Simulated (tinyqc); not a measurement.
# Transfer-length model of a contact, step by step

Program tinyqc, `OMP_NUM_THREADS=1 python tinyqc.py 2760161 2760162 out.jsonl`; Intel Xeon 2.30GHz, shared host, one thread, about 0.01 s. Printed values are rounded.

A metal contact of length d and width W on a thin layer of the same width. The metal has no resistance, the sheet resistance under it equals Rsh, and current enters the layer at the front edge x = 0.

Parameters, values chosen for the exercise: contact length d = 0.046 um; contact width W = 0.23 um.

## Straight-line fit

```
gap  L (um)  R_T (ohm)
1      0.07     1232.7
2      0.13     1849.3
3      0.22     2841.6
4       0.4     4974.9
5      0.72     8161.9
```

Pairs of such contacts at gaps L have R_T = Rsh L/W + 2 Rc. The values of R_T were made from Rsh and rc with a random scatter of 2 % and are treated as data. Least squares: slope = sum (L - mean L)(R_T - mean R_T)/sum (L - mean L)^2, intercept = mean R_T - slope mean L. Rsh = slope W, Rc = intercept/2, and A = Rc/slope is half the distance from the origin to the zero of the line.

slope = 10747.32 ohm/um
intercept = 501.9056 ohm
Rsh = 2471.883 ohm/sq
Rc = 250.9528 ohm
A = 0.02335027 um

## Iteration 1: transfer length

Lt at the start = 0.02335027 um

A = Lt coth(d/Lt) is solved for Lt, starting from Lt = A. Newton step for Lt - A tanh(d/Lt) = 0: Lt(new) = Lt - [Lt - A tanh(d/Lt)]/[1 + A d/(Lt cosh(d/Lt))^2].

Lt after iteration 1 = 0.02257384 um

## Iteration 2: transfer length

As before.

Lt after iteration 2 = 0.02257080 um

## Course of the iteration

Stop when Lt changes by less than 1e-9 of itself, or after 40 iterations.

Course of the iteration:
```
iteration     Lt (um)  relative change
1          0.02257384           0.0333
2          0.02257080          1.35e-4
3          0.02257080          2.15e-9
4          0.02257080                0
```

Converged in 4 iterations.

## Contact resistivity

converged Lt = 0.02257080 um

rc = Rsh Lt^2. Short cuts: Rsh A^2 (long contact, Lt = A) and Rc W d (short contact, even current).

rc = 1.259278e-8 ohm cm^2
Rsh A^2 = 1.347757e-8 ohm cm^2
Rc W d = 2.655081e-8 ohm cm^2

The extracted rc is 14 % above the value 1.1e-8 ohm cm^2 that made the data. The long-contact form is 7.0 % above the extracted value and the short-contact form 2.11 times it; both can only overstate it.
